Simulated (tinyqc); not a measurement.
From results to parameters: Hubbard dimer. Computed by the program tinyqc.

Problem. A two-site Hubbard model with two electrons has its ground state at (U - sqrt(U^2 + 16 t^2))/2, the triplet at 0 and the odd ionic singlet at U. Find t, U and the double occupancy per site.

singlet-triplet splitting = 1.038770 eV
gap from the ground state to the ionic odd singlet = 3.188770 eV

Solution. The difference of the two gaps is U and their product is 4 t^2; the double occupancy per site is (1 - U/sqrt(U^2 + 16 t^2))/4.

t, U (eV): 0.910  2.150
double occupancy per site = 0.1229
